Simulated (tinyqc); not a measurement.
Inside a calculation (part 1 of 2). Method: Pariser-Parr-Pople SCF with singles CI, for the molecule c1ccc2cccc-2cc1 (SMILES; centres numbered as the heavy atoms are written). Computed by tinyqc, a small Python program that keeps every step. Settings: charge = 0, gamma = Ohno, start = core, damping = 0, iteration cap = 64, excitations kept = 9. Command: `OMP_NUM_THREADS=1 python tinyqc.py 26847 26848 out.jsonl` (the two numbers bound the seeds that draw the settings). One thread of a shared host (Intel(R) Xeon(R) Processor @ 2.60GHz), about 0.01 s of CPU time with the checks. Later iterations appear only in the table of the cycle.

## PPP integrals

Centres (angstrom, eV; a flat drawing with bonds scaled to 1.40 angstrom):
```
centre          x          y  core charge z          W   gamma_rr
1C       2.531000   0.000000              1  11.160000  11.970000
2C       1.924000   1.261000              1  11.160000  11.970000
3C       0.559000   1.573000              1  11.160000  11.970000
4C      -0.536000   0.700000              1  11.160000  11.970000
5C      -1.867000   1.133000              1  11.160000  11.970000
6C      -2.690000   0.000000              1  11.160000  11.970000
7C      -1.867000  -1.133000              1  11.160000  11.970000
8C      -0.536000  -0.700000              1  11.160000  11.970000
9C       0.559000  -1.573000              1  11.160000  11.970000
10C      1.924000  -1.261000              1  11.160000  11.970000
```

Resonance integrals (eV):
```
i    j       beta
1    2  -2.390000
2    3  -2.390000
3    4  -2.390000
4    5  -2.390000
5    6  -2.390000
6    7  -2.390000
7    8  -2.390000
8    9  -2.390000
9   10  -2.390000
10   1  -2.390000
8    4  -2.390000
```

Ohno: gamma = 14.399645/sqrt(R^2 + a^2), a = 2 x 14.399645/(gamma_rr + gamma_ss); H_rr = -W_r - sum_(s != r) z_s gamma_rs; H_rs = beta for bonds.

repulsion gamma_rs (eV):
```
            1C         2C         3C         4C         5C         6C         7C         8C
1C   11.970000   7.802737   5.152509   4.275387   3.064917   2.687605   3.064917   4.275387
2C    7.802737  11.970000   7.800448   5.151452   3.618593   2.919537   3.101897   4.275268
3C    5.152509   7.800448  11.970000   7.799778   5.248836   3.784471   3.761472   5.151704
4C    4.275387   5.151452   7.799778  11.970000   7.802187   5.614901   5.614161   7.801099
5C    3.064917   3.618593   5.248836   7.802187  11.970000   7.799934   5.612751   5.614161
6C    2.687605   2.919537   3.784471   5.614901   7.799934  11.970000   7.799934   5.614901
7C    3.064917   3.101897   3.761472   5.614161   5.612751   7.799934  11.970000   7.802187
8C    4.275387   4.275268   5.151704   7.801099   5.614161   5.614901   7.802187  11.970000
9C    5.152509   4.275709   4.275232   5.151704   3.761472   3.784471   5.248836   7.799778
10C   7.802737   5.153377   4.275709   4.275268   3.101897   2.919537   3.618593   5.151452

            9C        10C
1C    5.152509   7.802737
2C    4.275709   5.153377
3C    4.275232   4.275709
4C    5.151704   4.275268
5C    3.761472   3.101897
6C    3.784471   2.919537
7C    5.248836   3.618593
8C    7.799778   5.151452
9C   11.970000   7.800448
10C   7.800448  11.970000
```

core matrix H (eV):
```
             1C          2C          3C          4C          5C          6C          7C          8C
1C   -54.438705   -2.390000    0.000000    0.000000    0.000000    0.000000    0.000000    0.000000
2C    -2.390000  -55.259018   -2.390000    0.000000    0.000000    0.000000    0.000000    0.000000
3C     0.000000   -2.390000  -58.410160   -2.390000    0.000000    0.000000    0.000000    0.000000
4C     0.000000    0.000000   -2.390000  -64.645938   -2.390000    0.000000    0.000000   -2.390000
5C     0.000000    0.000000    0.000000   -2.390000  -56.784747   -2.390000    0.000000    0.000000
6C     0.000000    0.000000    0.000000    0.000000   -2.390000  -54.085292   -2.390000    0.000000
7C     0.000000    0.000000    0.000000    0.000000    0.000000   -2.390000  -56.784747   -2.390000
8C     0.000000    0.000000    0.000000   -2.390000    0.000000    0.000000   -2.390000  -64.645938
9C     0.000000    0.000000    0.000000    0.000000    0.000000    0.000000    0.000000   -2.390000
10C   -2.390000    0.000000    0.000000    0.000000    0.000000    0.000000    0.000000    0.000000

             9C         10C
1C     0.000000   -2.390000
2C     0.000000    0.000000
3C     0.000000    0.000000
4C     0.000000    0.000000
5C     0.000000    0.000000
6C     0.000000    0.000000
7C     0.000000    0.000000
8C    -2.390000    0.000000
9C   -58.410160   -2.390000
10C   -2.390000  -55.259018
```

## Starting guess

pi electrons, sum of z_r less the charge = 10

Orbitals of the core matrix H.

P at the start:
```
            1C         2C         3C         4C         5C         6C         7C         8C
1C    0.318341   0.351103   0.347070  -0.112833   0.073607   0.107613   0.073607  -0.112833
2C    0.351103   0.637768   0.813891  -0.140202  -0.096457   0.065651   0.163491  -0.033840
3C    0.347070   0.813891   1.223587   0.245773  -0.209735  -0.072820   0.062573   0.004317
4C   -0.112833  -0.140202   0.245773   1.799622   0.412049  -0.081039  -0.274549   0.122149
5C    0.073607  -0.096457  -0.209735   0.412049   0.847555   0.649446   0.469535  -0.274549
6C    0.107613   0.065651  -0.072820  -0.081039   0.649446   0.664593   0.649446  -0.081039
7C    0.073607   0.163491   0.062573  -0.274549   0.469535   0.649446   0.847555   0.412049
8C   -0.112833  -0.033840   0.004317   0.122149  -0.274549  -0.081039   0.412049   1.799622
9C    0.347070   0.001104  -0.231302   0.004317   0.062573  -0.072820  -0.209735   0.245773
10C   0.351103   0.148151   0.001104  -0.033840   0.163491   0.065651  -0.096457  -0.140202

            9C        10C
1C    0.347070   0.351103
2C    0.001104   0.148151
3C   -0.231302   0.001104
4C    0.004317  -0.033840
5C    0.062573   0.163491
6C   -0.072820   0.065651
7C   -0.209735  -0.096457
8C    0.245773  -0.140202
9C    1.223587   0.813891
10C   0.813891   0.637768
```

## Iteration 1: Fock matrix

F_rr = H_rr + P_rr gamma_rr / 2 + sum_(s != r) P_ss gamma_rs; F_rs = H_rs - P_rs gamma_rs / 2; E = tr P (H + F) / 2 + core repulsion sum_(r<s) z_r z_s gamma_rs.

F (eV):
```
            1C         2C         3C         4C         5C         6C         7C         8C
1C   -7.601971  -3.759784  -0.894141   0.241202  -0.112800  -0.144610  -0.112800   0.241202
2C   -3.759784  -6.294327  -5.564359   0.361121   0.174520  -0.095835  -0.253567   0.072337
3C   -0.894141  -5.564359  -3.054186  -3.348488   0.550431   0.137793  -0.117684  -0.011121
4C    0.241202   0.361121  -3.348488  -1.513085  -3.997440   0.227514   0.770682  -2.866447
5C   -0.112800   0.174520   0.550431  -3.997440  -1.340171  -4.922820  -1.317691   0.770682
6C   -0.144610  -0.095835   0.137793   0.227514  -4.922820  -2.835738  -4.922820   0.227514
7C   -0.112800  -0.253567  -0.117684   0.770682  -1.317691  -4.922820  -1.340171  -3.997440
8C    0.241202   0.072337  -0.011121  -2.866447   0.770682   0.227514  -3.997440  -1.513085
9C   -0.894141  -0.002361   0.494436  -0.011121  -0.117684   0.137793   0.550431  -3.348488
10C  -3.759784  -0.381740  -0.002361   0.072337  -0.253567  -0.095835   0.174520   0.361121

            9C        10C
1C   -0.894141  -3.759784
2C   -0.002361  -0.381740
3C    0.494436  -0.002361
4C   -0.011121   0.072337
5C   -0.117684  -0.253567
6C    0.137793  -0.095835
7C    0.550431   0.174520
8C   -3.348488   0.361121
9C   -3.054186  -5.564359
10C  -5.564359  -6.294327
```

pi energy = -115.966598 eV

## Iteration 1: orbitals and new P

Diagonalise F (the basis is taken as orthonormal) and form P = 2 sum c c over the lowest orbitals.

orbital energies (eV): -14.546820  -10.725028  -10.467750  -6.571315  -4.577517  -2.897445  0.526130  2.527369  5.245040  6.646089

P after iteration 1:
```
            1C         2C         3C         4C         5C         6C         7C         8C
1C    1.112842   0.568338   0.035477  -0.376510   0.031498   0.230717   0.031498  -0.376510
2C    0.568338   1.103478   0.727342  -0.003642  -0.213891  -0.043306   0.168068   0.120786
3C    0.035477   0.727342   0.846376   0.580251   0.088971  -0.180574  -0.125678   0.167218
4C   -0.376510  -0.003642   0.580251   1.034446   0.619651   0.001865  -0.277478   0.129741
5C    0.031498  -0.213891   0.088971   0.619651   0.968640   0.662362   0.025145  -0.277478
6C    0.230717  -0.043306  -0.180574   0.001865   0.662362   0.981277   0.662362   0.001865
7C    0.031498   0.168068  -0.125678  -0.277478   0.025145   0.662362   0.968640   0.619651
8C   -0.376510   0.120786   0.167218   0.129741  -0.277478   0.001865   0.619651   1.034446
9C    0.035477  -0.151319  -0.047392   0.167218  -0.125678  -0.180574   0.088971   0.580251
10C   0.568338  -0.154553  -0.151319   0.120786   0.168068  -0.043306  -0.213891  -0.003642

            9C        10C
1C    0.035477   0.568338
2C   -0.151319  -0.154553
3C   -0.047392  -0.151319
4C    0.167218   0.120786
5C   -0.125678   0.168068
6C   -0.180574  -0.043306
7C    0.088971  -0.213891
8C    0.580251  -0.003642
9C    0.846376   0.727342
10C   0.727342   1.103478
```

## Iteration 2: Fock matrix

As before.

F (eV):
```
            1C         2C         3C         4C         5C         6C         7C         8C
1C   -4.415921  -4.607295  -0.091399   0.804863  -0.048270  -0.310038  -0.048270   0.804863
2C   -4.607295  -4.937833  -5.226796   0.009380   0.386993   0.063216  -0.260665  -0.258197
3C   -0.091399  -5.226796  -4.827470  -4.652916  -0.233496   0.341688   0.236367  -0.430730
4C    0.804863   0.009380  -4.652916  -5.757741  -4.807317  -0.005236   0.778903  -2.896060
5C   -0.048270   0.386993  -0.233496  -4.807317  -5.565526  -4.973191  -0.070565   0.778903
6C   -0.310038   0.063216   0.341688  -0.005236  -4.973191  -5.644724  -4.973191  -0.005236
7C   -0.048270  -0.260665   0.236367   0.778903  -0.070565  -4.973191  -5.565526  -4.807317
8C    0.804863  -0.258197  -0.430730  -2.896060   0.778903  -0.005236  -4.807317  -5.757741
9C   -0.091399   0.323498   0.101307  -0.430730   0.236367   0.341688  -0.233496  -4.652916
10C  -4.607295   0.398234   0.323498  -0.258197  -0.260665   0.063216   0.386993   0.009380

            9C        10C
1C   -0.091399  -4.607295
2C    0.323498   0.398234
3C    0.101307   0.323498
4C   -0.430730  -0.258197
5C    0.236367  -0.260665
6C    0.341688   0.063216
7C   -0.233496   0.386993
8C   -4.652916   0.009380
9C   -4.827470  -5.226796
10C  -5.226796  -4.937833
```

pi energy = -130.206054 eV

## Iteration 2: orbitals and new P

As before.

orbital energies (eV): -15.256982  -12.836930  -12.440543  -10.048044  -9.187331  -1.547245  -0.565321  2.283399  3.571710  3.789504

P after iteration 2:
```
            1C         2C         3C         4C         5C         6C         7C         8C
1C    0.894490   0.616950   0.115394  -0.285724   0.014218   0.193138   0.014218  -0.285724
2C    0.616950   1.033210   0.700223  -0.019676  -0.219584   0.006017   0.180016  -0.007545
3C    0.115394   0.700223   0.869024   0.581922   0.036283  -0.194756  -0.070905   0.191488
4C   -0.285724  -0.019676   0.581922   1.066413   0.620084  -0.057266  -0.277441   0.271014
5C    0.014218  -0.219584   0.036283   0.620084   1.067739   0.662999  -0.084834  -0.277441
6C    0.193138   0.006017  -0.194756  -0.057266   0.662999   1.032738   0.662999  -0.057266
7C    0.014218   0.180016  -0.070905  -0.277441  -0.084834   0.662999   1.067739   0.620084
8C   -0.285724  -0.007545   0.191488   0.271014  -0.277441  -0.057266   0.620084   1.066413
9C    0.115394  -0.214048  -0.117581   0.191488  -0.070905  -0.194756   0.036283   0.581922
10C   0.616950  -0.032213  -0.214048  -0.007545   0.180016   0.006017  -0.219584  -0.019676

            9C        10C
1C    0.115394   0.616950
2C   -0.214048  -0.032213
3C   -0.117581  -0.214048
4C    0.191488  -0.007545
5C   -0.070905   0.180016
6C   -0.194756   0.006017
7C    0.036283  -0.219584
8C    0.581922  -0.019676
9C    0.869024   0.700223
10C   0.700223   1.033210
```

## Iteration 3: Fock matrix

As before.

F (eV):
```
            1C         2C         3C         4C         5C         6C         7C         8C
1C   -5.566827  -4.796948  -0.297284   0.610789  -0.021789  -0.259540  -0.021789   0.610789
2C   -4.796948  -6.033170  -5.121028   0.050680   0.397292  -0.008784  -0.279196   0.016129
3C   -0.297284  -5.121028  -5.067044  -4.659432  -0.095222   0.368524   0.133353  -0.493245
4C    0.610789   0.050680  -4.659432  -5.001162  -4.809007   0.160772   0.778800  -3.447104
5C   -0.021789   0.397292  -0.095222  -4.809007  -4.523336  -4.975674   0.238075   0.778800
6C   -0.259540  -0.008784   0.368524   0.160772  -4.975674  -4.257546  -4.975674   0.160772
7C   -0.021789  -0.279196   0.133353   0.778800   0.238075  -4.975674  -4.523336  -4.809007
8C    0.610789   0.016129  -0.493245  -3.447104   0.778800   0.160772  -4.809007  -5.001162
9C   -0.297284   0.457604   0.251344  -0.493245   0.133353   0.368524  -0.095222  -4.659432
10C  -4.796948   0.083002   0.457604   0.016129  -0.279196  -0.008784   0.397292   0.050680

            9C        10C
1C   -0.297284  -4.796948
2C    0.457604   0.083002
3C    0.251344   0.457604
4C   -0.493245   0.016129
5C    0.133353  -0.279196
6C    0.368524  -0.008784
7C   -0.095222   0.397292
8C   -4.659432   0.050680
9C   -5.067044  -5.121028
10C  -5.121028  -6.033170
```

pi energy = -131.297131 eV

## Iteration 3: orbitals and new P

As before.

orbital energies (eV): -15.013156  -13.185175  -12.450301  -9.848238  -8.840364  -1.674462  -0.656066  2.577295  3.819968  4.196702

P after iteration 3:
```
            1C         2C         3C         4C         5C         6C         7C         8C
1C    0.899604   0.635026   0.098929  -0.254759   0.024162   0.181268   0.024162  -0.254759
2C    0.635026   1.059949   0.672824  -0.024650  -0.220527   0.004317   0.182695  -0.011579
3C    0.098929   0.672824   0.862187   0.596035   0.041291  -0.210088  -0.095532   0.204701
4C   -0.254759  -0.024650   0.596035   1.040305   0.615947  -0.040514  -0.271187   0.284599
5C    0.024162  -0.220527   0.041291   0.615947   1.083152   0.661613  -0.094845  -0.271187
6C    0.181268   0.004317  -0.210088  -0.040514   0.661613   1.009208   0.661613  -0.040514
7C    0.024162   0.182695  -0.095532  -0.271187  -0.094845   0.661613   1.083152   0.615947
8C   -0.254759  -0.011579   0.204701   0.284599  -0.271187  -0.040514   0.615947   1.040305
9C    0.098929  -0.236504  -0.102307   0.204701  -0.095532  -0.210088   0.041291   0.596035
10C   0.635026  -0.041853  -0.236504  -0.011579   0.182695   0.004317  -0.220527  -0.024650

            9C        10C
1C    0.098929   0.635026
2C   -0.236504  -0.041853
3C   -0.102307  -0.236504
4C    0.204701  -0.011579
5C   -0.095532   0.182695
6C   -0.210088   0.004317
7C    0.041291  -0.220527
8C    0.596035  -0.024650
9C    0.862187   0.672824
10C   0.672824   1.059949
```

## Convergence

Stop when output and input P, before any damping, agree to 1e-7.

Course of the cycle:
```
iteration         E (eV)  largest |P(out) - P(in)|
1          -115.96659758                  7.95e-01
2          -130.20605395                  2.18e-01
3          -131.29713098                  3.10e-02
4          -131.39503691                  1.35e-02
5          -131.40973918                  6.21e-03
6          -131.41243814                  3.36e-03
7          -131.41298998                  1.85e-03
8          -131.41312223                  1.04e-03
9          -131.41316128                  6.07e-04
10         -131.41317547                  3.66e-04
11         -131.41318144                  2.29e-04
...                  ...                       ...
23         -131.41318670                  3.01e-06
24         -131.41318670                  2.11e-06
25         -131.41318670                  1.48e-06
26         -131.41318670                  1.04e-06
27         -131.41318670                  7.25e-07
28         -131.41318670                  5.08e-07
29         -131.41318670                  3.56e-07
30         -131.41318670                  2.50e-07
31         -131.41318670                  1.75e-07
32         -131.41318670                  1.22e-07
33         -131.41318670                  8.58e-08
```

Converged in 33 iterations.

## Converged orbitals

Charges are z - P_rr.

orbital energies (eV): -15.083983  -13.245359  -12.431846  -9.974436  -8.938352  -1.626033  -0.773703  2.631498  3.681289  4.083304

coefficients:
```
          MO1        MO2        MO3        MO4        MO5        MO6        MO7        MO8
1C   0.312547   0.486318   0.000000   0.335768   0.000000   0.516915   0.000000   0.508107
2C   0.325698   0.370003   0.392931   0.121523  -0.345931  -0.135983   0.450499  -0.437654
3C   0.342670   0.058150   0.477753  -0.263623  -0.113583  -0.432486  -0.396715   0.277980
4C   0.394550  -0.272849   0.282098  -0.319161   0.319124   0.333275  -0.180934  -0.032250
5C   0.232996  -0.326649   0.194366   0.298990   0.515355   0.040389   0.327002  -0.216266
6C   0.188141  -0.347328   0.000000   0.579839   0.000000  -0.310354   0.000000   0.329512
7C   0.232996  -0.326649  -0.194366   0.298990  -0.515355   0.040389  -0.327002  -0.216266
8C   0.394550  -0.272849  -0.282098  -0.319161  -0.319124   0.333275   0.180934  -0.032250
9C   0.342670   0.058150  -0.477753  -0.263623   0.113583  -0.432486   0.396715   0.277980
10C  0.325698   0.370003  -0.392931   0.121523   0.345931  -0.135983  -0.450499  -0.437654

           MO9       MO10
1C   -0.166417   0.000000
2C    0.179496   0.151616
3C   -0.213031  -0.318540
4C    0.236448   0.534643
5C   -0.448572  -0.299502
6C    0.550323   0.000000
7C   -0.448572   0.299502
8C    0.236448  -0.534643
9C   -0.213031   0.318540
10C   0.179496  -0.151616
```

pi charges: 1C 0.106139, 2C -0.063624, 3C 0.137099, 4C -0.026799, 5C -0.107500, 6C 0.015507, 7C -0.107500, 8C -0.026799, 9C 0.137099, 10C -0.063624

## Singles CI, singlets

Over the 9 single excitations with the smallest orbital gaps: A = (e_a - e_i) delta + 2 (ia|jb) - (ij|ab), with (pq|rs) = sum c_mp c_mq gamma_mn c_nr c_ns. f = 2/3 w |mu|^2 in atomic units, mu = sqrt2 sum c_ia sum_m c_mi c_ma R_m.

singlet CI matrix (eV):
```
           5>6        5>7        4>6        4>7        3>6        5>8        2>6        3>7
5>6   2.384346   0.000000   0.000000   0.758812  -0.392363   0.431374   0.000000   0.000000
5>7   0.000000   4.406625  -1.163797   0.000000   0.000000   0.000000  -0.094194  -0.128057
4>6   0.000000  -1.163797   4.559892   0.000000   0.000000   0.000000  -0.109289   0.381276
4>7   0.758812   0.000000   0.000000   5.124013  -0.687805  -0.055890   0.000000   0.000000
3>6  -0.392363   0.000000   0.000000  -0.687805   5.998864   0.222406   0.000000   0.000000
5>8   0.431374   0.000000   0.000000  -0.055890   0.222406   7.183814   0.000000   0.000000
2>6   0.000000  -0.094194  -0.109289   0.000000   0.000000   0.000000   6.992796   0.654553
3>7   0.000000  -0.128057   0.381276   0.000000   0.000000   0.000000   0.654553   6.854660
2>7   0.391337   0.000000   0.000000  -0.282009  -0.578273  -0.000887   0.000000   0.000000

           2>7
5>6   0.391337
5>7   0.000000
4>6   0.000000
4>7  -0.282009
3>6  -0.578273
5>8  -0.000887
2>6   0.000000
3>7   0.000000
2>7   7.695491
```

singlet excitation energies (eV): 2.106625  3.300390  4.739179  5.519520  6.370286  6.383501  7.251628  7.610562  7.918810

oscillator strengths: 0.018197  0.003878  0.102378  1.844918  1.008432  0.298742  0.006159  0.444547  0.227863
